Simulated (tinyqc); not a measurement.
# Undoped symmetric double-gate MOSFET, analytic potential model: what changes with what

An undoped body of thickness ts between two equal insulators and tied gates; long channel, electrons only, n = ni exp((psi - V)/Vt) with V the quasi-Fermi potential (0 at the source, Vd at the drain), constant mobility, no quantisation. Across the body psi(x) = V - 2 Vt ln[(ts/(2 beta)) sqrt(q ni/(2 eps0 eps_r Vt)) cos(2 beta x/ts)], x from the centre. Q is the electron charge per area of the whole body.

Parameters, values chosen for the exercise; material values close to those of gallium arsenide:
- T = 350 K (temperature)
- Eg = 1.43 eV (band gap)
- eps_r = 13 (relative permittivity of the semiconductor)
- Nc = 5.48e17 cm^-3 (conduction-band density of states at T)
- Nv = 1.14e19 cm^-3 (valence-band density of states at T)
- eox = 3.77 (relative permittivity of the gate insulator)
- tox = 1.4 nm (insulator thickness)
- ts = 12 nm (body thickness)
- dphi = -0.05 V (gate work function less that of the intrinsic body)
- mu = 110 cm^2/(V s) (channel mobility)
- L = 0.5 um (gate length)
- Vd = 0.3 V (drain voltage)

Constants: q = 1.602176634e-19 C, kB = 1.380649e-23 J/K, Vt = kB T/q, eps0 = 8.8541878128e-14 F/cm where lengths are in cm. Results are converted to the units shown.

Each table varies one quantity; the others keep the values above.

## Effect of the body thickness

ni = sqrt(Nc Nv) exp(-Eg/(2 Vt)), Eg in volts; r = eps_r tox/(eox ts); V0 = dphi + 2 Vt ln[(2/ts) sqrt(2 eps0 eps_r Vt/(q ni))]. beta (between 0 and pi/2) solves (Vg - V0 - V)/(2 Vt) = ln(beta) - ln(cos beta) + 2 r beta tan(beta). Q = 8 eps0 eps_r Vt beta tan(beta)/ts; I = mu (1/L)(4 eps0 eps_r/ts)(2 Vt)^2 [g(beta_s) - g(beta_d)] per width, g = beta tan(beta) - beta^2/2 + r beta^2 tan^2(beta), with beta_s at V = 0 and beta_d at V = Vd.  I(low) is taken at Vg = 0.39 V, Qs and I(high) at Vg = 1.14 V.

Results:
```
ts (nm),V0 (V),I(low) (nA/um),Qs(high) (nC/cm^2),I(high) (uA/um)
4,0.7092,0.1166,1760,76.24
5.6,0.6889,0.1632,1769,77.14
7.8,0.6690,0.2273,1775,77.76
11,0.6482,0.3205,1778,78.20
21,0.6092,0.6117,1781,78.62
30,0.5877,0.8735,1782,78.72
```

Estimate the missing row, ts = 15 nm.

Computed row:
```
ts (nm),V0 (V),I(low) (nA/um),Qs(high) (nC/cm^2),I(high) (uA/um)
15,0.6295,0.4370,1780,78.45
```

With this row back in the table: As ts goes from 4 to 30 nm, I(low) rises from 0.117 to 0.874 nA/um and I(high) rises from 76.2 to 78.7 uA/um. On average I(low) goes as ts^(1.00) and I(high) goes as ts^(0.02). Below threshold the charge is proportional to the cross-section of the body; above it the insulator sets the charge. In every row the surface density at the source at the higher gate voltage passes 0.3 Nc, where Boltzmann statistics fail. For ts = 4 to 5.6 nm the body is thin enough for quantum confinement, left out here, to raise the threshold.

## Effect of the gate work function less that of the intrinsic body

Same model as above.

Effect of the gate work function less that of the intrinsic body:
```
dphi (V),V0 (V),I(low) (nA/um),Qs(high) (nC/cm^2),I(high) (uA/um)
-0.2,0.4930,48.78,2409,117.7
-0.15,0.5430,9.564,2197,104.3
-0.1,0.5930,1.833,1986,91.12
-0.05,0.6430,0.3497,1779,78.28
0,0.6930,0.06664,1574,65.84
0.05,0.7430,0.01270,1374,53.90
0.1,0.7930,0.002420,1178,42.62
```

As dphi goes from -0.2 to 0.1 V, I(low) falls from 48.8 to 0.00242 nA/um and I(high) falls from 118 to 42.6 uA/um. V0 rises from 0.493 to 0.793 V. In every row the surface density at the source at the higher gate voltage passes 0.3 Nc, where Boltzmann statistics fail.

tinyqc, about 0.03 s, one thread, Intel Xeon 2.30GHz (shared host): `OMP_NUM_THREADS=1 python tinyqc.py 2440106 2440107 out.jsonl`
